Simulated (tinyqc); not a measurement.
Shallow donor in an anisotropic valley (effective-mass theory), step by step. Values are carried at full precision from step to step, so a last printed digit may differ when a step is redone from the rounded ones.

Constants: Ry = 13.60569312 eV; a0 (Bohr radius) = 0.5291772105 angstrom; hbar^2/2m0 = 3.80998211 eV angstrom^2; e^2/(4 pi eps0) = 14.39964547 eV angstrom.

Parameters, chosen for this exercise (near those of AlAs; shifted at random, so the results belong to these values and not to a real crystal): ml = 1.135 m0 (longitudinal mass); mt = 0.198 m0 (transverse mass); eps = 10.2 (dielectric constant); a = 20.3 angstrom (trial radius across the axis); b = 10.2 angstrom (trial radius along the axis).

## Hydrogen-like estimates

Ry* = Ry m/eps^2 and a* = a0 eps/m for four choices of one mass: mt, the conductivity mass 3/(1/ml + 2/mt), the density-of-states mass (ml mt^2)^(1/3), and ml.

Estimates:

| mass | m (m0) | Ry* (meV) | a* (angstrom) |
|---|---|---|---|
| mt | 0.1980 | 25.89 | 27.26 |
| conductivity | 0.2732 | 35.72 | 19.76 |
| density of states | 0.3544 | 46.34 | 15.23 |
| ml | 1.1350 | 148.43 | 4.76 |

## Energy of one trial function

One valley: H = -c [(d2/dx2 + d2/dy2)/mt + (d2/dz2)/ml] - q/(eps r), c = hbar^2/2m0, q = e^2/(4 pi eps0). Trial function exp(-sqrt((x^2 + y^2)/a^2 + z^2/b^2)) with a > b: T = (c/3)(2/(mt a^2) + 1/(ml b^2)), V = -(q/eps) atan(u/b)/u, u = sqrt(a^2 - b^2). The central cell of the impurity is left out.

Evaluate T, V and E. Scaling both radii by f changes T to T/f^2 and V to V/f, so the best factor is f = -2T/V, with energy -V^2/(4T).

T = 41.885 meV
V = -84.002 meV
E = -42.117 meV
best scale factor = 0.9972
energy after scaling = -42.117 meV

The virial ratio -V/T is 2.006; it is 2 at the best scale. Scaling gains 0.000 meV.

## Scan over the shape

For each ratio b/a = 0.2, 0.3, ..., 0.9 the best scale follows from a = -2 T1/V1, with T1 and V1 taken at a = 1 angstrom.

Scan:

| b/a | a (angstrom) | b (angstrom) | E (meV) |
|---|---|---|---|
| 0.2 | 41.36 | 8.27 | -23.855 |
| 0.3 | 26.96 | 8.09 | -34.745 |
| 0.4 | 22.20 | 8.88 | -40.216 |
| 0.5 | 20.27 | 10.14 | -42.101 |
| 0.6 | 19.48 | 11.69 | -42.006 |
| 0.7 | 19.22 | 13.46 | -40.900 |
| 0.8 | 19.25 | 15.40 | -39.317 |
| 0.9 | 19.46 | 17.51 | -37.542 |

The best listed ratio is 0.5; (mt/ml)^(1/2) = 0.42 and (mt/ml)^(1/3) = 0.56 are common guesses.

## The minimum

Minimise over a and b. The Mott estimate n_c = (0.25/a_m)^3 uses a_m = (a^2 b)^(1/3); 1/angstrom^3 = 1e24/cm^3.

a = 19.86 angstrom
b = 10.74 angstrom
E = -42.234 meV
a_m = 16.18 angstrom
n_c = 3.69 x 1e18/cm^3

b/a = 0.541. The binding energy is 1.631 times Ry*(mt). The central cell of a real donor shrinks the orbit and raises n_c.

## Checks

- Energy from 21 anisotropic Gaussians against the two-parameter function, meV: -42.30 against -42.23.

Run: tinyqc, `OMP_NUM_THREADS=1 python tinyqc.py 1252538 1252539 out.jsonl`; Intel(R) Xeon(R) Processor @ 2.30GHz, one thread, shared host; about 0.01 s of CPU time with all checks.
